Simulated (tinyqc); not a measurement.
Landau-Devonshire theory of a uniaxial ferroelectric: one step, computed by the program tinyqc.

G(P) = (alpha/2) P^2 + (beta*/4) P^4 + (gamma/6) P^6 - E P per volume, SI units, one domain, P along the polar axis, which is normal to the film.

Problem. Spontaneous polarisation, susceptibility, coercive field. Ps^2 = [-beta* + sqrt(beta*^2 - 4 alpha gamma)]/(2 gamma). chi = 1/(eps_0 G''), G'' = alpha + 3 beta* P^2 + 5 gamma P^4 at Ps. Ps, chi and the coercive field are for perfect screening, without a depolarising field. The intrinsic coercive field is |alpha P + beta* P^3 + gamma P^5| at the P_c where G'' = 0. 1 C/m^2 = 100 microcoulomb/cm^2.

Inputs (values chosen for the exercise, modelled on barium titanate): Curie-Weiss temperature T0 = 381 K; gamma = 1.64e+10 J m^9/C^6; temperature T = 368 K.

Sample: epitaxial film.

alpha = -4.385280e+08 J m/C^2

beta* = 5.087143e+08 J m^5/C^4

Constants: eps_0 = 8.8541878128e-12 F/m.

Give: spontaneous polarisation Ps; susceptibility chi; well depth G(Ps); P_c; intrinsic coercive field.

Solution.

spontaneous polarisation Ps = 38.57 microcoulomb/cm^2

susceptibility chi = 70.47

well depth G(Ps) = -20.81 MJ/m^3

P_c = 25.38 microcoulomb/cm^2

intrinsic coercive field = 85.71 MV/m

P_c/Ps = 0.658, above the 0.577 of a quartic well, as the sixth-order term matters. Real switching runs by domain nucleation at far lower fields. Caution: the strain shifts T0 by more than 500 K here, which is beyond the range where constant coefficients hold. Caution: far below T0* the expansion with linear alpha(T) is only a fit.
